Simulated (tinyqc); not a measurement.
# Changing the solids volume fraction c0

Model: spin coating of a resist or spin-on film: centrifugal thinning, evaporation and the final thickness (Emslie and Meyerhofer models). Computed by tinyqc, a small Python program. Command: `OMP_NUM_THREADS=1 python tinyqc.py 3112930 3112931 out.jsonl spincoat sweep`. One thread of a shared host (Intel(R) Xeon(R) Processor @ 2.30GHz), about 0.3 s of CPU time with the checks.

A Newtonian film stays uniform over the wafer; solvent and solids have the same density and the concentration is uniform through the thickness.

Inputs (values chosen for the exercise, of the order of those of a polymer resist in an ester solvent):
```
quantity,value,unit
kinematic viscosity of the solvent nu_s,0.98,mm^2/s
viscosity constant k,670,mm^2/s
viscosity exponent gamma,2.8,-
spin speed f,5000,rpm
evaporation rate at 1000 rpm e0,0.078,micrometre/s
starting thickness h0,800,micrometre
wafer radius R,50,mm
shrinkage in the bake,0.94,%
```

Method:
- omega = 2 pi f/60; nu(c) = nu_s + k c^gamma; evaporation rate e = e0 sqrt(f/1000 rpm).
- Flow constant K = 2 omega^2/(3 nu(c0)); Reynolds number of the air omega R^2/nu_air with nu_air = 15 mm^2/s.
- Meyerhofer estimate: flow rules until (1 - c0) K h^3 = e, then evaporation alone: h_w = (e/((1 - c0) K))^(1/3), dry film c0 h_w.
- Full model for solids s and liquid l per area, h = s + l, c = s/h: ds/dt = -c Q, dl/dt = -(1 - c) Q - e, Q = 2 omega^2 h^3/(3 nu(c)); integrated adaptively (relative tolerance 1e-9) until l = 0.
- Dry film = s at l = 0, before the bake; film after the bake = s x (1 - shrinkage).

One run for each value:
```
solids volume fraction c0,dry film (nm),nu(c0) (mm^2/s),"dry film, estimate (nm)",time to dry (s)
0.010,10,0.98,10,6.73
0.016,16,0.99,16,6.72
0.025,25,1.00,25,6.74
0.040,42,1.06,41,6.89
0.063,74,1.27,69,7.37
0.100,146,2.04,129,8.67
0.160,327,4.94,284,11.27
0.400,1836,52.48,1748,18.84
```

Give the missing row, solids volume fraction c0 = 0.250.

Computed row:
```
solids volume fraction c0  dry film (nm)  nu(c0) (mm^2/s)  dry film, estimate (nm)  time to dry (s)
0.250                                747            14.79                      665            14.88
```

Interpolating between the two neighbouring rows (the first column on a logarithmic scale, the others too where they are positive) misses most in nu(c0) (mm^2/s), by 5.6 %. Over the rows, dry film (nm) rises from 9.81 to 1840 (exponent d ln y / d ln x 1.0 between the first rows and 1.9 between the last); nu(c0) (mm^2/s) rises from 0.982 to 52.5 (exponent d ln y / d ln x 0.0099 between the first rows and 2.7 between the last); dry film, estimate (nm) rises from 9.82 to 1750 (exponent d ln y / d ln x 1.0 between the first rows and 2.1 between the last). In the estimate the dry film goes as c0 (nu/(1 - c0))^(1/3), so its exponent rises above 1 once the solids raise the viscosity.
